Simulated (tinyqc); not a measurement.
Worked calculation: thermal and gravitational stress in a wafer during furnace and rapid thermal processing, and the onset of slip. Computed by tinyqc, a small Python program that keeps every step. Command: `OMP_NUM_THREADS=1 python tinyqc.py 3017508 3017509 out.jsonl slip walk`. One thread of a shared host (Intel(R) Xeon(R) Processor @ 2.30GHz), about 0.01 s of CPU time with the checks. Intermediate numbers are printed to about 5 digits and carried at full precision; extremes and crossings named in words are read from the listed rows.

A thin free disc in plane stress, isotropic; T(r) = T_centre + dT (r/R)^n with n = 2. Stress is positive in tension; sigma_SB = 5.670374419e-8 W/(m^2 K^4), g = 9.80665 m/s^2.

Inputs (values chosen for the exercise, modelled on silicon):
```
quantity                             value        unit
wafer radius R                         150          mm
thickness t                            775  micrometre
Young's modulus E                      141         GPa
Poisson ratio nu                      0.27           -
expansion alpha                       4.35      1e-6/K
edge less centre temperature dT        -21           K
temperature T                         1425           K
prefactor A of the critical stress  0.0003         MPa
energy U of the critical stress      0.998          eV
density rho                           2330      kg/m^3
heat capacity c                        919    J/(kg K)
conductivity k                        23.4     W/(m K)
wafer spacing s                        7.2          mm
ramp rate                              1.2       K/min
radius of the support ring over R     0.92           -
```

Temperature profile: parabolic.

Constants: k_B = 8.617333262e-05 eV/K.

## Thermal stress

With x = r/R: s_rr = alpha E dT (1 - x^n)/(n + 2), s_tt = alpha E dT [1 - (n + 1) x^n]/(n + 2).

Temperature and stresses at r/R = 0, 0.3, 0.5, 0.7, 0.8, 0.9, 0.95, 1:
```
r/R   T - T_centre (K)  s_rr (MPa)  s_tt (MPa)
0.00            0.0000     -3.2201     -3.2201
0.30           -1.8900     -2.9303     -2.3507
0.50           -5.2500     -2.4151     -0.8050
0.70          -10.2900     -1.6422      1.5134
0.80          -13.4400     -1.1592      2.9625
0.90          -17.0100     -0.6118      4.6047
0.95          -18.9525     -0.3140      5.4983
1.00          -21.0000      0.0000      6.4402
```

hoop stress at the edge = 6.440175 MPa

r/R where s_tt = 0 = 0.57735

The cold edge is stretched; the edge stress is n times that at the centre in size.

## Resolved stress round the edge

At the edge the stress is uniaxial along the tangent d = (cos phi, sin phi, 0) of a (001) wafer; the Schmid factor is the largest |(d.n)(d.b)| over the twelve {111}<110> systems.

Schmid factor and resolved stress at phi = 0, 7.5, 15, 22.5, 30, 37.5 and 45 degrees from [100]:
```
phi from [100] (degrees)  Schmid factor  resolved stress (MPa)
0.0                             0.40825                 2.6292
7.5                             0.45412                 2.9246
15.0                            0.48296                 3.1104
22.5                            0.49280                 3.1737
30.0                            0.48296                 3.1104
37.5                            0.45412                 2.9246
45.0                            0.40825                 2.6292
```

The factor is 1/sqrt(6) = 0.408 along <100> and <110> and peaks at 0.4928 at 22.5 degrees, so slip, if any, starts at eight places between these directions.

## Slip criterion

Critical resolved stress tau_c = A exp(U/(k_B T)), a form chosen for the exercise; slip when 0.492799 |s_tt(R)| > tau_c; allowed |dT| = tau_c (n + 2)/(0.492799 n alpha E).

critical stress tau_c = 1.0156 MPa

resolved over critical stress = 3.1249

allowed |dT| = 6.7203 K

Slip is expected.

## Ramp rate in a batch furnace

In a stack heated from the rim, heat flows inward by conduction and by radiation between wafers: k_eff = k + (16/3) sigma_SB T^3 s^2/t (a diffusion estimate with the spacing as path length). A steady ramp gives the parabolic lag dT = rho c (ramp) R^2/(4 k_eff); the allowed ramp uses n = 2.

k_eff = 81.935 W/(m K)

lag of the centre = 2.9400 K

allowed ramp rate = 2.7429 K/min

Radiation carries 71 % of the inward flow. The ramp is 0.44 of the allowed one.

## Gravity

Own weight q = rho g t on a ring of radius b R, x = r/R: moments of an edge-supported plate, M_r = q R^2 (3 + nu)(1 - x^2)/16 and M_t = q R^2 [(3 + nu) - (1 + 3 nu) x^2]/16, less the uniform moment inside the ring load, q R^2 [(1 - nu)(1 - b^2) - 2 (1 + nu) ln b]/8; stress at the lower face = 6 M/t^2.

stress at the centre = 0.65230 MPa

radial stress at the ring = -0.036211 MPa

hoop stress at the ring = 0.27120 MPa

The largest of these is 0.32 tau_c when halved for shear. Point supports give far higher local stress than a ring.

## Position of the support ring

The formulas are those given above.

Stress at the lower face (MPa):
```
b       centre  radial at ring  hoop at ring  largest in size
0.40  -0.64956        -0.77972      -0.72161          0.77972
0.50  -0.33488        -0.53825      -0.44745          0.53825
0.60  -0.06453        -0.35737      -0.22662          0.35737
0.65   0.05932        -0.28436      -0.13091          0.28436
0.70   0.17749        -0.22110      -0.04314          0.22110
0.75   0.29101        -0.16656       0.03774          0.29101
0.80   0.40072        -0.11990       0.11255          0.40072
0.90   0.61131        -0.04760       0.24659          0.61131
1.00   0.81346         0.00000       0.36320          0.81346
```

Among these rows the largest stress is least, 0.221 MPa, for a ring at 0.7 R, 3.7 times below edge support: the overhang balances the sag of the centre. All values scale as R^2/t.

## Limits against temperature

The formulas are those given above.

For the parabolic profile:
```
T (K)  tau_c (MPa)  allowed |dT| (K)  k_eff (W/(m K))  allowed ramp (K/min)
1050        18.506            122.45           46.818                28.558
1125         8.871             58.70           52.203                15.264
1200         4.662             30.85           58.356                 8.967
1275         2.642             17.48           65.328                 5.690
1350         1.595             10.56           73.171                 3.847
1425         1.016              6.72           81.935                 2.743
1500         0.676              4.48           91.673                 2.044
```

From 1050 to 1500 K the allowed difference falls 27 times and the allowed ramp 14 times; radiation, which grows as T^3, gives back a factor 1.96. Ramps must slow as the wafer gets hotter.

Checks made by the program: force balance: the hoop stress integrates to zero (added to the edge stress) (relative difference below 1e-10).
